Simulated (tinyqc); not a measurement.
Virtual-crystal alloy A(1-x)B(x) in sp3s* tight binding, step by step. Values are carried at full precision from step to step, so a last printed digit may differ when a step is redone from the rounded ones.

Virtual crystal: a(x) = (1 - x) aA + x aB (Vegard); the six levels are averaged linearly; the seven couplings follow Harrison's rule, V(x) a(x)^2 = (1 - x) V_A aA^2 + x V_B aB^2. No spin-orbit coupling and no disorder. Gaps are measured from the top of the valence band at Gamma; the Delta value is the minimum on (kx,0,0) for kx from 0.5 to 1.

Values chosen for the exercise (A near a published set for Ge, B for Si; such sets place X and L only to about 0.5 eV; the results hold for these values, not for the real material):
```
symbol  value                                                                                           unit      meaning
aA      5.662                                                                                           angstrom  lattice constant of A
aB      5.429                                                                                           angstrom  of B
pA      (-5.864, 1.608, -5.864, 1.608, 6.375, 6.375, -6.793, 1.606, 4.888, 5.458, 5.458, 5.233, 5.233)  eV        order Esa, Epa, Esc, Epc, Exa, Exc, Vss, Vxx, Vxy, Vsapc, Vscpa, Vxapc, Vpaxc
pB      (-4.209, 1.709, -4.209, 1.709, 6.677, 6.677, -8.318, 1.711, 4.568, 5.711, 5.711, 5.383, 5.383)  eV        the same for B
x       0.46                                                                                                      fraction of B
```

## Parameters of the alloy

Form a(x) and the thirteen parameters.

a(x) = 5.5548 angstrom

parameters (eV): Esa -5.1027, Epa 1.6545, Esc -5.1027, Epc 1.6545, Exa 6.5139, Exc 6.5139, Vss -7.4660, Vxx 1.6528, Vxy 4.7495, Vsapc 5.5716, Vscpa 5.5716, Vxapc 5.3012, Vpaxc 5.3012

Against a plain linear average the 1/a^2 rule changes Vss by +28.5 meV and Vxy by +8.7 meV.

## Levels at Gamma

The parameters stand in the order Esa, Epa, Esc, Epc, Exa, Exc, Vss, Vxx, Vxy, Vsapc, Vscpa, Vxapc, Vpaxc. At k = 0 the s levels are the roots of [[Esa, Vss], [Vss, Esc]] and the p levels those of [[Epa, Vxx], [Vxx, Epc]]; the direct gap runs from the lower p root to the lower of the two upper roots.

s roots (eV): [-12.5687, 2.3633]

p roots (eV): [0.0016, 3.3073]

direct gap = 2.3617 eV

The lowest empty level at Gamma is s-like.

## The Hamiltonian at L

sp3s* tight binding, nearest neighbours only: anion (a) at 0, cation (c) at a/4 (1,1,1), orbitals s, px, py, pz, s* on each; k in units of 2 pi/a. With phases e_j = exp(i (pi/2) k.n_j) for n = (1,1,1), (1,-1,-1), (-1,1,-1), (-1,-1,1): g0 = (e1+e2+e3+e4)/4, g1 = (e1+e2-e3-e4)/4, g2 = (e1-e2+e3-e4)/4, g3 = (e1-e2-e3+e4)/4. The diagonal holds the levels Esa, Epa, Exa (s*) and Esc, Epc, Exc. Anion-cation block: <sa|sc> = Vss g0; <sa|xc> = Vsapc g1; <xa|sc> = -Vscpa g1; <xa|xc> = Vxx g0; <xa|yc> = <ya|xc> = Vxy g3, <xa|zc> = <za|xc> = Vxy g2, <ya|zc> = <za|yc> = Vxy g1; <s*a|xc> = Vxapc g1; <xa|s*c> = -Vpaxc g1; y and z take g2 and g3 in place of g1; s-s* and s*-s* vanish.

k = (1/2,1/2,1/2); parameters in the order Esa, Epa, Esc, Epc, Exa, Exc, Vss, Vxx, Vxy, Vsapc, Vscpa, Vxapc, Vpaxc.

g0, g1, g2, g3: [0.3536-0.3536i, -0.3536+0.3536i, -0.3536+0.3536i, -0.3536+0.3536i]

H (eV), rows sa, xa, ya, za, s*a, sc, xc, yc, zc, s*c and columns alike:
```
[[-5.1027, 0, 0, 0, 0, -2.6396+2.6396i, -1.9698+1.9698i, -1.9698+1.9698i, -1.9698+1.9698i, 0],
 [0, 1.6545, 0, 0, 0, 1.9698-1.9698i, 0.5844-0.5844i, -1.6792+1.6792i, -1.6792+1.6792i, 1.8743-1.8743i],
 [0, 0, 1.6545, 0, 0, 1.9698-1.9698i, -1.6792+1.6792i, 0.5844-0.5844i, -1.6792+1.6792i, 1.8743-1.8743i],
 [0, 0, 0, 1.6545, 0, 1.9698-1.9698i, -1.6792+1.6792i, -1.6792+1.6792i, 0.5844-0.5844i, 1.8743-1.8743i],
 [0, 0, 0, 0, 6.5139, 0, -1.8743+1.8743i, -1.8743+1.8743i, -1.8743+1.8743i, 0],
 [-2.6396-2.6396i, 1.9698+1.9698i, 1.9698+1.9698i, 1.9698+1.9698i, 0, -5.1027, 0, 0, 0, 0],
 [-1.9698-1.9698i, 0.5844+0.5844i, -1.6792-1.6792i, -1.6792-1.6792i, -1.8743-1.8743i, 0, 1.6545, 0, 0, 0],
 [-1.9698-1.9698i, -1.6792-1.6792i, 0.5844+0.5844i, -1.6792-1.6792i, -1.8743-1.8743i, 0, 0, 1.6545, 0, 0],
 [-1.9698-1.9698i, -1.6792-1.6792i, -1.6792-1.6792i, 0.5844+0.5844i, -1.8743-1.8743i, 0, 0, 0, 1.6545, 0],
 [0, 1.8743+1.8743i, 1.8743+1.8743i, 1.8743+1.8743i, 0, 0, 0, 0, 0, 6.5139]]
```

## Levels at L

Diagonalise H; four bands are filled. The top of the valence band is the lower p root at Gamma.

levels (eV): [-10.4145, -7.5409, -1.5467, -1.5467, 1.5303, 2.4517, 4.8556, 4.8556, 8.8862, 11.2186]

gap from the valence top to L = 1.5287 eV

## The three valleys

The same at Gamma, along Delta and at L.

gaps (eV): Gamma 2.3617, Delta 0.9456, L 1.5287

position of the Delta minimum = 0.771 2 pi/a

In this model the alloy is indirect, with its lowest valley at the Delta line and the next 583 meV above. The bowing from disorder and bond relaxation, left out here, lowers real gaps, by tenths of an eV in badly matched pairs.

## Checks

- Direct gap from the blocks against the full matrix: both 2.36173.

Program tinyqc; command `OMP_NUM_THREADS=1 python tinyqc.py 1480687 1480688 out.jsonl`; about 0.06 s on one thread of a shared Intel(R) Xeon(R) Processor @ 2.30GHz.
